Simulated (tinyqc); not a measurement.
Inside a calculation: trap in a gate oxide as a short-range spherical well. Values are carried at full precision from step to step, so a last printed digit may differ when a step is redone from the rounded ones.

A spherical well of radius R and depth V0 below the conduction edge, one mass m, c = hbar^2/2m0. The s level at binding Et solves k cot(k R) = -kappa with k = sqrt(m (V0 - Et)/c), kappa = sqrt(m Et/c); it exists for V0 > Vc = c (pi/2R)^2/m. Outside, psi falls as exp(-kappa r)/r.

Constants: hbar^2/2m0 = 3.80998211 eV angstrom^2; fine-structure constant alpha = 0.007297352564; hc = 1239.841984 eV nm; kB = 8.617333262e-05 eV/K.

Parameters, chosen for this exercise (near those of SiO2 on 4H SiC; shifted at random, so the results belong to these values and not to a real crystal):
```
symbol  value  unit       meaning
R       4.2    angstrom   radius of the well
V0      4.72   eV         depth of the well
m       0.462  m0         mass
n_r     1.45              refractive index
dEc     2.66   eV         conduction offset to the channel
Fox     1.3    MV/cm      oxide field, lowering levels away from the channel
t0      22     x 1e-11 s  time constant at the interface
T       300    K          temperature
EF      -0.09  eV         Fermi level above the channel edge
x       12     angstrom   depth of the trap
```

## The bound level

Solve for Et; the share outside is [sin^2(kR)/(2 kappa)]/[sin^2(kR)/(2 kappa) + R/2 - sin(2kR)/(4k)].

Et = 2.1992 eV
k = 0.5529 1/angstrom
kappa = 0.5164 1/angstrom
share outside = 0.169
Vc = 1.154 eV

The well is 4.09 times the critical depth. Since dEt/dV0 equals the share inside, 0.83, a 1 % change of V0 moves Et by 1.8 %. The decay length is 1.9 angstrom, 0.5 times R.

## Peak of the photo-ionisation cross-section

Lucovsky model (delta well, plane-wave final states, no local-field factor): sigma = (32 pi alpha c/(3 n_r m Et)) (x - 1)^(3/2)/x^3, x = h nu/Et, c = hbar^2/2m0; 1 angstrom^2 = 1e-16 cm^2.

The maximum lies at x = 2. Give the photon energy, its wavelength and sigma there.

h nu = 4.398 eV
wavelength = 282 nm
sigma = 7.91 x 1e-18 cm^2

With 17 % of the state outside the well the delta-well form is only a rough model of this centre.

## Level, tunnelling time and occupation

Energies from the conduction edge of the channel. The trap level at depth x is E_T = dEc - Et - e Fox x (1 MV/cm = 0.01 eV/angstrom). An electron at the channel edge tunnels with the WKB exponent S = (4/3) sqrt(m/c) [dEc^(3/2) - (dEc - e Fox x)^(3/2)]/(e Fox), c = hbar^2/2m0; tau = t0 exp(S); the occupation is f = 1/(1 + exp((E_T - EF)/kB T)), tau_c = tau/f and tau_e = tau/(1 - f). Lattice relaxation is left out; a level below the channel edge needs phonons as well, so tau is then a lower bound, while a level above it can also empty elastically at its own energy, through a thinner barrier, faster than this tau.

Give E_T, S, tau and ln(tau_c/tau_e) = (E_T - EF)/kB T.

E_T = 0.305 eV
S = 13.429
tau = 0.000149 s
ln(tau_c/tau_e) = 15.3

The level lies 15 kB T above EF, so the trap is mostly empty. A flat barrier would give S = 2 sqrt(m dEc/c) x = 13.63.

## Checks

- Et from the radial equation on a grid against the matching condition, eV: both 2.20.

Program tinyqc; command `OMP_NUM_THREADS=1 python tinyqc.py 1251493 1251494 out.jsonl`; about 0.01 s on one thread of a shared Intel(R) Xeon(R) Processor @ 2.30GHz.
